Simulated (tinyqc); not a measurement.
## Gain factor and gap resistance from two string resistances

Inverse problem. At small bit-line voltage each of the 96 cells has the resistance 1/(K x) at overdrive x (no mobility reduction) in series with a gap resistance Rg. Find K, Rg and the share of the gaps at the higher overdrive.

resistance of a string of 96 equal cells at overdrives of 3 and 9 V (kohm): [4535.5243, 1652.6414]

Answer. The resistance per cell is a straight line in 1/x with slope 1/K and intercept Rg.

K = 7.400 uA/V^2
Rg = 2.200 kohm
share of the gaps = 12.78 %

Program tinyqc, `OMP_NUM_THREADS=1 python tinyqc.py 2142146 2142147 out.jsonl`; Intel Xeon 2.30GHz, shared host, one thread, about 0.9 s.
